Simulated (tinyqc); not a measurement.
Position of the support ring: thermal and gravitational stress in a wafer during furnace and rapid thermal processing, and the onset of slip. Computed by tinyqc, a small Python program. Command: `OMP_NUM_THREADS=1 python tinyqc.py 3017323 3017324 out.jsonl slip walk`. One thread of a shared host (Intel(R) Xeon(R) Processor @ 2.30GHz), about 0.01 s of CPU time with the checks.

A thin free disc in plane stress, isotropic; T(r) = T_centre + dT (r/R)^n. Stress is positive in tension; sigma_SB = 5.670374419e-8 W/(m^2 K^4), g = 9.80665 m/s^2.

Inputs (values chosen for the exercise, modelled on silicon):
```
quantity          value        unit
wafer radius R      150          mm
thickness t         775  micrometre
Poisson ratio nu   0.26           -
density rho        2330      kg/m^3
```

Method. Own weight q = rho g t on a ring of radius b R, x = r/R: moments of an edge-supported plate, M_r = q R^2 (3 + nu)(1 - x^2)/16 and M_t = q R^2 [(3 + nu) - (1 + 3 nu) x^2]/16, less the uniform moment inside the ring load, q R^2 [(1 - nu)(1 - b^2) - 2 (1 + nu) ln b]/8; stress at the lower face = 6 M/t^2.

Stress at the lower face (MPa):
```
b       centre  radial at ring  hoop at ring  largest in size
0.40  -0.64711        -0.77687      -0.71796          0.77687
0.50  -0.33421        -0.53695      -0.44491          0.53695
0.60  -0.06512        -0.35707      -0.22453          0.35707
0.65   0.05825        -0.28439      -0.12883          0.28439
0.70   0.17602        -0.22136      -0.04096          0.22136
0.75   0.28921        -0.16696       0.04013          0.28921
0.80   0.39866        -0.12036       0.11527          0.39866
0.90   0.60892        -0.04797       0.25025          0.60892
1.00   0.81097         0.00000       0.36817          0.81097
```

Among these rows the largest stress is least, 0.221 MPa, for a ring at 0.7 R, 3.7 times below edge support: the overhang balances the sag of the centre. All values scale as R^2/t.

Extremes, crossings and ranges named in words are read from the listed rows.
